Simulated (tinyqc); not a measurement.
Frenkel-Kontorova chain: a misfit dislocation (kink) in a monolayer on a periodic substrate: one step, computed by the program tinyqc.

E = sum_j [(k/2)(x_(j+1) - x_j - b)^2 + (W/2)(1 - cos(2 pi x_j/a))], x_j = a (j + u_j). A kink takes u from 0 to 1: the chain is stretched by one period and has one atom fewer than wells.

Problem. Start between two atoms. Discrete chain at f = 0, ends held at u = 0 and 1: E = (k a^2/2) sum (u_(j+1) - u_j)^2 + (W/2) sum (1 - cos 2 pi u_j), gradient g_j = k a^2 (2 u_j - u_(j-1) - u_(j+1)) + pi W sin(2 pi u_j), Hessian 2 k a^2 + 2 pi^2 W cos(2 pi u_j) on the diagonal and -k a^2 beside it. Free atoms j = -n..n-1 start from the continuum shape centred half-way, at j + 1/2.

Inputs (values chosen for the exercise, for a model overlayer):

| quantity | value | unit |
|---|---|---|
| spring constant k | 9.55 | eV/angstrom^2 |
| substrate period a | 3.98 | angstrom |
| corrugation W | 12.6 | eV |
| atoms on each side n | 8 | - |

kink width l0 = 2.450104

Give: u at the start; E at the start; gradient.

Solution.

u at the start: 0.0000  0.0002  0.0006  0.0020  0.0072  0.0258  0.0924  0.3086  0.6914  0.9076  0.9742  0.9928  0.9980  0.9994  0.9998  1.0000

E at the start = 38.26 eV

gradient (eV): 0.00  -0.01  -0.02  -0.07  -0.26  -0.87  -0.94  11.74  -11.74  0.94  0.87  0.26  0.07  0.02  0.01  0.00

Caution: a corrugation above 1 eV is larger than real overlayers usually show; it is chosen to keep the kink narrow. Caution: for l0 below about 3 the kink spans few atoms, and the continuum kink energy is off by about 2 per cent or more.
